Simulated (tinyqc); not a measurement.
# Surface Green function of a zigzag honeycomb ribbon two chains wide, Sancho-Rubio decimation, step by step

tinyqc, about 0.05 s, one thread, Intel Xeon 2.30GHz (shared host): `OMP_NUM_THREADS=1 python tinyqc.py 2680033 2680034 out.jsonl` Printed values are rounded.

A semi-infinite lead of cells 0, 1, 2, ... with H0 inside a cell and H1 = <cell i|H|cell i + 1>. Cell of four sites joined 1-2-3-4 by -t; site 2 joins site 1 of the next cell and site 3 joins site 4 of the next cell. z = E + i eta.

Inputs (values chosen for the exercise): hopping t = 2.3 eV; site energy, +dl on sites 1, 3 and -dl on sites 2, 4 dl = 0 eV; energy E = -4.9 eV; broadening eta = 0.001 eV.

## The blocks

Read off from the list of hoppings.

H0 (eV):
```
      1     2     3     4
1     0  -2.3     0     0
2  -2.3     0  -2.3     0
3     0  -2.3     0  -2.3
4     0     0  -2.3     0
```

H1 (eV):
```
      1  2  3     4
1     0  0  0     0
2  -2.3  0  0     0
3     0  0  0  -2.3
4     0  0  0     0
```

## Round 1: decimation

Start with e_s = e = H0, a = H1, b = H1^dagger. Each round: g = (z - e)^(-1); e_s <- e_s + a g b; e <- e + a g b + b g a; a <- a g a; b <- b g b (all with the old a, b). Round k joins cells 2^k apart.

g (1/eV):
```
                     1                    2                    3                    4
1  -0.294537-0.000140i  -0.192708-0.000171i  -0.116016-0.000140i  -0.054457-0.000077i
2  -0.192708-0.000171i  -0.410553-0.000280i  -0.247165-0.000248i  -0.116016-0.000140i
3  -0.116016-0.000140i  -0.247165-0.000248i  -0.410553-0.000280i  -0.192708-0.000171i
4  -0.054457-0.000077i  -0.116016-0.000140i  -0.192708-0.000171i  -0.294537-0.000140i
```

e_s after round 1 (eV):
```
                   1                  2                  3                  4
1   0.00000+0.00000i  -2.30000+0.00000i   0.00000+0.00000i   0.00000+0.00000i
2  -2.30000+0.00000i  -1.55810-0.00074i  -2.58808-0.00041i   0.00000+0.00000i
3   0.00000+0.00000i  -2.58808-0.00041i  -1.55810-0.00074i  -2.30000+0.00000i
4   0.00000+0.00000i   0.00000+0.00000i  -2.30000+0.00000i   0.00000+0.00000i
```

e after round 1 (eV):
```
                   1                  2                  3                  4
1  -2.17182-0.00148i  -2.30000+0.00000i   0.00000+0.00000i  -1.30750-0.00131i
2  -2.30000+0.00000i  -1.55810-0.00074i  -2.58808-0.00041i   0.00000+0.00000i
3   0.00000+0.00000i  -2.58808-0.00041i  -1.55810-0.00074i  -2.30000+0.00000i
4  -1.30750-0.00131i   0.00000+0.00000i  -2.30000+0.00000i  -2.17182-0.00148i
```

a after round 1 (eV):
```
                   1                 2                 3                  4
1   0.00000+0.00000i  0.00000+0.00000i  0.00000+0.00000i   0.00000+0.00000i
2  -1.01943-0.00090i  0.00000+0.00000i  0.00000+0.00000i  -0.61373-0.00074i
3  -0.61373-0.00074i  0.00000+0.00000i  0.00000+0.00000i  -1.01943-0.00090i
4   0.00000+0.00000i  0.00000+0.00000i  0.00000+0.00000i   0.00000+0.00000i
```

b after round 1 (eV):
```
                  1                  2                  3                 4
1  0.00000+0.00000i  -1.01943-0.00090i  -0.61373-0.00074i  0.00000+0.00000i
2  0.00000+0.00000i   0.00000+0.00000i   0.00000+0.00000i  0.00000+0.00000i
3  0.00000+0.00000i   0.00000+0.00000i   0.00000+0.00000i  0.00000+0.00000i
4  0.00000+0.00000i  -0.61373-0.00074i  -1.01943-0.00090i  0.00000+0.00000i
```

## Round 2: decimation

As before.

g (1/eV):
```
                     1                   2                   3                    4
1  -0.069718-0.000449i  0.210881-0.000423i  0.334262-0.000341i   0.248388-0.000310i
2   0.210881-0.000423i  0.060118-0.000726i  0.276607-0.000645i   0.334262-0.000341i
3   0.334262-0.000341i  0.276607-0.000645i  0.060118-0.000726i   0.210881-0.000423i
4   0.248388-0.000310i  0.334262-0.000341i  0.210881-0.000423i  -0.069718-0.000449i
```

e_s after round 2 (eV):
```
                   1                  2                  3                  4
1   0.00000+0.00000i  -2.30000+0.00000i   0.00000+0.00000i   0.00000+0.00000i
2  -2.30000+0.00000i  -1.34600-0.00131i  -2.32362-0.00091i   0.00000+0.00000i
3   0.00000+0.00000i  -2.32362-0.00091i  -1.34600-0.00131i  -2.30000+0.00000i
4   0.00000+0.00000i   0.00000+0.00000i  -2.30000+0.00000i   0.00000+0.00000i
```

e after round 2 (eV):
```
                   1                  2                  3                  4
1  -1.74058-0.00243i  -2.30000+0.00000i   0.00000+0.00000i  -0.84063-0.00221i
2  -2.30000+0.00000i  -1.34600-0.00131i  -2.32362-0.00091i   0.00000+0.00000i
3   0.00000+0.00000i  -2.32362-0.00091i  -1.34600-0.00131i  -2.30000+0.00000i
4  -0.84063-0.00221i   0.00000+0.00000i  -2.30000+0.00000i  -1.74058-0.00243i
```

a after round 2 (eV):
```
                    1                   2                   3                   4
1  0.000000+0.000000i  0.000000+0.000000i  0.000000+0.000000i  0.000000+0.000000i
2  0.716847+0.000430i  0.000000+0.000000i  0.000000+0.000000i  0.737155+0.000460i
3  0.737155+0.000460i  0.000000+0.000000i  0.000000+0.000000i  0.716847+0.000430i
4  0.000000+0.000000i  0.000000+0.000000i  0.000000+0.000000i  0.000000+0.000000i
```

b after round 2 (eV):
```
                    1                   2                   3                   4
1  0.000000+0.000000i  0.716847+0.000430i  0.737155+0.000460i  0.000000+0.000000i
2  0.000000+0.000000i  0.000000+0.000000i  0.000000+0.000000i  0.000000+0.000000i
3  0.000000+0.000000i  0.000000+0.000000i  0.000000+0.000000i  0.000000+0.000000i
4  0.000000+0.000000i  0.737155+0.000460i  0.716847+0.000430i  0.000000+0.000000i
```

## Course of the decimation

Stop when the largest entry of a and b is below 1e-12 eV, or after 60 rounds. The last column is -Im Tr (z - e_s)^(-1)/pi. At the end g_s = (z - e_s)^(-1), and the bulk Green function is (z - e)^(-1).

Course of the iteration:
```
round  largest |a|, |b| (eV)  surface density of states (1/eV)
1                       1.02                        0.00864037
2                      0.737                         0.0589090
3                      0.998                        0.00302074
4                      0.982                         0.0159921
5                      0.874                         0.0579263
6                      0.758                           1.59694
7                      0.755                          0.137038
8                       3.51                         0.0653202
9                      0.855                          0.185217
10                     0.690                          0.365632
11                     0.329                          0.365233
12                    0.0747                          0.353106
13                   3.85e-3                          0.352025
14                   1.02e-5                          0.352021
15                  7.19e-11                          0.352021
16                   < 1e-12                          0.352021
```

Converged in 16 rounds, which stand for 2^16 cells. E lies inside a band (1 open mode(s)), where only eta damps the waves, over about v/eta cells with v the group velocity in eV a cell.

## Self-energy, Dyson check and densities of states

converged surface Green function g_s (1/eV):
```
                     1                    2                    3                    4
1  -0.247839-0.099882i  -0.093266-0.212685i   0.004566-0.212632i   0.002164-0.099806i
2  -0.093266-0.212685i  -0.198790-0.453071i   0.009635-0.453001i   0.004566-0.212632i
3   0.004566-0.212632i   0.009635-0.453001i  -0.198790-0.453071i  -0.093266-0.212685i
4   0.002164-0.099806i   0.004566-0.212632i  -0.093266-0.212685i  -0.247839-0.099882i
```

converged bulk Green function (1/eV):
```
                     1                    2                    3                    4
1  -0.161362-0.125591i   0.045478-0.133747i   0.171715-0.133659i   0.161228-0.125443i
2   0.045478-0.133747i  -0.109854-0.236595i   0.109686-0.236508i   0.171715-0.133659i
3   0.171715-0.133659i   0.109686-0.236508i  -0.109854-0.236595i   0.045478-0.133747i
4   0.161228-0.125443i   0.171715-0.133659i   0.045478-0.133747i  -0.161362-0.125591i
```

Sigma = H1 g_s H1^dagger is what the lead adds to one more cell, and (z - H0 - Sigma)^(-1) must give g_s back. Densities of states: -Im of the diagonals over pi.

Sigma (eV):
```
                  1                  2                  3                 4
1  0.00000+0.00000i   0.00000+0.00000i   0.00000+0.00000i  0.00000+0.00000i
2  0.00000+0.00000i  -1.31107-0.52838i   0.01144-0.52798i  0.00000+0.00000i
3  0.00000+0.00000i   0.01144-0.52798i  -1.31107-0.52838i  0.00000+0.00000i
4  0.00000+0.00000i   0.00000+0.00000i   0.00000+0.00000i  0.00000+0.00000i
```

(z - H0 - Sigma)^(-1) (1/eV):
```
                     1                    2                    3                    4
1  -0.247839-0.099882i  -0.093266-0.212685i   0.004566-0.212632i   0.002164-0.099806i
2  -0.093266-0.212685i  -0.198790-0.453071i   0.009635-0.453001i   0.004566-0.212632i
3   0.004566-0.212632i   0.009635-0.453001i  -0.198790-0.453071i  -0.093266-0.212685i
4   0.002164-0.099806i   0.004566-0.212632i  -0.093266-0.212685i  -0.247839-0.099882i
```

```
orbital  surface density of states (1/eV)  bulk density of states (1/eV)
1                                0.031794                      0.0399770
2                                0.144217                      0.0753104
3                                0.144217                      0.0753104
4                                0.031794                      0.0399770
```

The surface cell holds 0.352 states per eV against 0.231 for a bulk cell.
